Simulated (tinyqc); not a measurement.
Inside a calculation. Method: UKS/LDA (VWN5) in the sto-6g basis, for H4+, spin multiplicity 2. One step of it, computed by the program tinyqc.

Problem. Iteration 2: diagonalisation and new density. Diagonalise F' = X^T F X, C = X C', fill 2 alpha and 1 beta electrons from the bottom; D(s) = C_occ C_occ^T. Each column has its largest component positive (the first on a tie).

F(alpha) (hartree), lower triangle:
```
           1H 1s      2H 1s      3H 1s      4H 1s
1H 1s  -0.899502
2H 1s  -0.772302  -0.792266
3H 1s  -0.613221  -0.475326  -0.868820
4H 1s  -0.475171  -0.563639  -0.751412  -0.758297
```

F(beta) (hartree), lower triangle:
```
           1H 1s      2H 1s      3H 1s      4H 1s
1H 1s  -0.823637
2H 1s  -0.723581  -0.714641
3H 1s  -0.588705  -0.456846  -0.807238
4H 1s  -0.457024  -0.540594  -0.713867  -0.702397
```

X, lower triangle:
```
           1H 1s      2H 1s      3H 1s     4H 1s
1H 1s   1.327362
2H 1s  -0.456720   1.327362
3H 1s  -0.289542   0.053874   1.327362
4H 1s   0.053874  -0.289542  -0.456720  1.327362
```

Give: F' = X^T F X; orbital energies; coefficients C; F' = X^T F X; orbital energies; coefficients C; D(alpha) after iteration 2; D(beta) after iteration 2.

Solution.

F' = X^T F X (alpha) (hartree), lower triangle:
```
        1       2       3       4
1  -0.560
2  -0.387  -0.420
3  -0.253   0.039  -0.526
4   0.039  -0.250  -0.386  -0.381
```

orbital energies (alpha) (hartree): MO1 -1.079, MO2 -0.651, MO3 -0.369, MO4 0.211

coefficients C (alpha):
```
         MO1     MO2     MO3     MO4
1H 1s  0.416  -0.616  -0.718   0.994
2H 1s  0.263  -0.459   0.780  -1.082
3H 1s  0.362   0.658  -0.649  -1.035
4H 1s  0.221   0.471   0.718   1.128
```

F' = X^T F X (beta) (hartree), lower triangle:
```
        1       2       3       4
1  -0.477
2  -0.388  -0.334
3  -0.264   0.040  -0.459
4   0.040  -0.262  -0.387  -0.322
```

orbital energies (beta) (hartree): MO1 -1.016, MO2 -0.567, MO3 -0.306, MO4 0.297

coefficients C (beta):
```
         MO1     MO2     MO3     MO4
1H 1s  0.402  -0.632  -0.693   1.008
2H 1s  0.251  -0.458   0.763  -1.096
3H 1s  0.375   0.641  -0.676  -1.024
4H 1s  0.236   0.474   0.734   1.113
```

D(alpha) after iteration 2, lower triangle:
```
        1H 1s   2H 1s  3H 1s  4H 1s
1H 1s   0.553
2H 1s   0.392   0.279
3H 1s  -0.254  -0.206  0.564
4H 1s  -0.198  -0.158  0.390  0.270
```

D(beta) after iteration 2, lower triangle:
```
       1H 1s  2H 1s  3H 1s  4H 1s
1H 1s  0.161
2H 1s  0.101  0.063
3H 1s  0.150  0.094  0.140
4H 1s  0.095  0.059  0.088  0.056
```
